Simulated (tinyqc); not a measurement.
# Changing the dielectric constant eps

Model: donor or exciton in a quantum well (variational effective-mass method). Computed by tinyqc, a small Python program. Command: `OMP_NUM_THREADS=1 python tinyqc.py 3005883 3005884 out.jsonl welldonor sweep`. One thread of a shared host (Intel(R) Xeon(R) Processor @ 2.30GHz), about 0.06 s of CPU time with the checks.

Electron and hole in their lowest subbands f(z) = cos(pi z/L); relative in-plane motion exp(-rho/lambda) (separable trial function), H = -nabla_rho^2 - 2/sqrt(rho^2 + (z_e - z_h)^2) in effective units. Mass and screening are the same in well and barrier; l = L/a* is the width in effective units. Bands are flat: no polarisation or applied field.

Inputs (values chosen for the exercise, modelled on ZnO): electron mass m = 0.268 m_0; well width L = 1.5 nm; in-plane hole mass m_h = 0.305 m_0.

Centre: exciton. Barriers: infinite.

Constants: Ry = 13.605693123 eV; a_0 = 0.529177210903 angstrom.

Method:
- mu = m m_h/(m + m_h) takes the place of m; Ry* = Ry m/eps^2, a* = a_0 eps/m; l = L/a*.
- k = pi/l; f = cos(k z) inside and zero outside.
- Binding E_b(lambda) = -1/lambda^2 + (8/lambda^2) int_0^l P(z) g(z) dz, with P(z) = (2/l) [(1 - z/l)(1 + cos(2 pi z/l)/2) + (3/(4 pi)) sin(2 pi z/l)] the distribution of |z_e - z_h| and g(z) = int_z^infinity exp(-2 sqrt(r^2 - z^2)/lambda) dr = int_0^infinity exp(-2 rho/lambda) rho/sqrt(rho^2 + z^2) d rho; 40 Gauss-Legendre points in z and 40 in t with rho = lambda t/(1 - t).
- Golden-section search for the maximum over lambda from 0.3 to 4, 40 steps.

One run for each value:

| dielectric constant eps | binding energy (meV) | binding in Ry* | radius lambda a* (nm) |
|---|---|---|---|
| 4.1 | 239.71 | 2.0761 | 1.3297 |
| 5.0 | 173.01 | 2.2285 | 1.5340 |
| 6.1 | 124.14 | 2.3800 | 1.7761 |
| 7.4 | 89.49 | 2.5247 | 2.0546 |
| 9.0 | 63.91 | 2.6672 | 2.3894 |
| 11.0 | 45.03 | 2.8075 | 2.7991 |
| 13.0 | 33.52 | 2.9189 | 3.2020 |
| 16.0 | 23.12 | 3.0495 | 3.7973 |

Over the rows, binding energy (meV) falls from 240 to 23.1 (exponent d ln y / d ln x -1.6 between the first rows and -1.8 between the last); binding in Ry* rises from 2.08 to 3.05 (exponent d ln y / d ln x 0.36 between the first rows and 0.21 between the last); radius lambda a* (nm) rises from 1.33 to 3.80 (exponent d ln y / d ln x 0.72 between the first rows and 0.82 between the last).

Caution (all rows): so narrow a well has large confinement energy, where non-parabolicity and barrier penetration matter.

Extremes, crossings and ranges named in words are read from the listed rows.
